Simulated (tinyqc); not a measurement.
# Input admittance of a MOSFET at zero drain bias: distributed channel and distributed gate: what changes with what

Source and drain grounded, strong inversion, w = 2 pi f, Cox = eps0 eox/tox. The channel is an RC line of resistance 1/(mu Cox Vo) per square fed from both ends, so one finger has the intrinsic admittance y = i w Cox L tanh(g)/g per width, g = (1/2) sqrt(i w tau), tau = L^2/(mu Vo). The vertical resistance rv/L is in series with y, the overlaps 2 i w Cov in parallel: y_t = 1/(1/y + rv/L) + 2 i w Cov. The gate strip is a line of Rsh/L per length loaded by y_t, so a finger has Y = y_t Wf tanh(k)/k, k = (Wf/sd) sqrt(y_t Rsh/L); the device has Nf Y.

Inputs (values chosen for the exercise); values of the order met in silicon radio-frequency transistors: relative permittivity of the gate insulator (close to hafnium oxide) eox = 22.3; insulator thickness tox = 11 nm; channel length L = 1.1 um; finger width Wf = 6.2 um; number of fingers Nf = 64; channel mobility mu = 320 cm^2/(V s); gate overdrive Vo = 0.37 V; sheet resistance of the gate Rsh = 6 ohm/square; vertical resistivity of the gate stack rv = 1.7 ohm um^2; number of ends at which a finger is contacted sd = 2; overlap and fringe capacitance on each side Cov = 0.32 fF/um; frequency f = 8.2 GHz.

Constants: eps0 = 8.8541878128e-14 F/cm where lengths are in cm. Results are converted to the units shown.

Each table varies one quantity; the others keep the values above.

## Input impedance against frequency

Low-frequency limits, with c = Cox L and ct = c + 2 Cov: R_strip = Rsh Wf/(3 sd^2 L Nf), R_ch = (c/ct)^2 L/(12 mu Cox Vo Wf Nf), R_vert = (c/ct)^2 rv/(L Wf Nf), C = ct Wf Nf. Z = 1/(Nf Y) = R + 1/(i w C), Q = |Im Z|/R, far-point signal |1/cosh k|.

The same in every row: low-frequency R (ohm) = 1.067.

Results:
```
f (GHz),w tau,|k|,R (ohm),C (fF),Q,signal at the far point
0.08,0.05137,0.02318,1.067,8089,230.4,1.000
0.2,0.1284,0.03664,1.067,8088,92.16,1.000
0.6,0.3853,0.06345,1.067,8087,30.73,0.9999
2,1.284,0.1154,1.067,8068,9.247,0.9993
4,2.568,0.1614,1.064,8007,4.670,0.9973
30,19.26,0.3188,0.9204,5526,1.043,0.9663
90,57.79,0.4080,0.5637,2947,1.064,0.9467
200,128.4,0.5098,0.3608,2001,1.102,0.9212
```

Estimate the missing row, f = 10 GHz.

Computed row:
```
f (GHz),w tau,|k|,R (ohm),C (fF),Q,signal at the far point
10,6.421,0.2387,1.047,7612,1.996,0.9876
```

With this row back in the table: R falls from 1.07 to 0.361 ohm and C falls from 8090 to 2000 fF. Q goes as f^(-1.00) between the first two rows and f^(0.04) between the last two, where w tau = 128 and |k| = 0.510. The low-frequency limits hold both R and C within 5 % up to f = 4 GHz among the rows.

## Dividing a fixed width into fingers

Total width Wf Nf = 400 um; each finger also has a contact resistance Rc at each contacted end, which adds Rc/(sd Nf). The resistances are low-frequency limits, good while |k| is below about 1; the far-point signal is |1/cosh k| at f, without Rc.

The same in every row: R_ch + R_vert (ohm) = 1.015.

Dividing a fixed width into fingers:
```
Nf,Wf (um),R_strip (ohm),Rc/(sd Nf) for Rc = 30 ohm (ohm),sum (ohm),signal at the far point
1,400.0,181.8,15.00,197.8,1.449e-5
2,200.0,45.45,7.500,53.97,0.005383
4,100.0,11.36,3.750,16.13,0.1039
8,50.00,2.841,1.875,5.731,0.4650
16,25.00,0.7102,0.9375,2.663,0.8376
32,12.50,0.1776,0.4688,1.662,0.9613
64,6.250,0.04439,0.2344,1.294,0.9906
128,3.125,0.01110,0.1172,1.144,0.9977
```

What does the comparison show, and why?

R_strip falls as 1/Nf^2, from 182 to 0.0111 ohm, the contact term as 1/Nf, and R_ch + R_vert stays at 1.02 ohm since the total width is fixed. The sum is within a factor 1.5 of that floor from Nf = 64 on. More fingers add wiring capacitance, which is left out.

Program tinyqc, `OMP_NUM_THREADS=1 python tinyqc.py 2262171 2262172 out.jsonl`; Intel Xeon 2.30GHz, shared host, one thread, about 0.02 s.
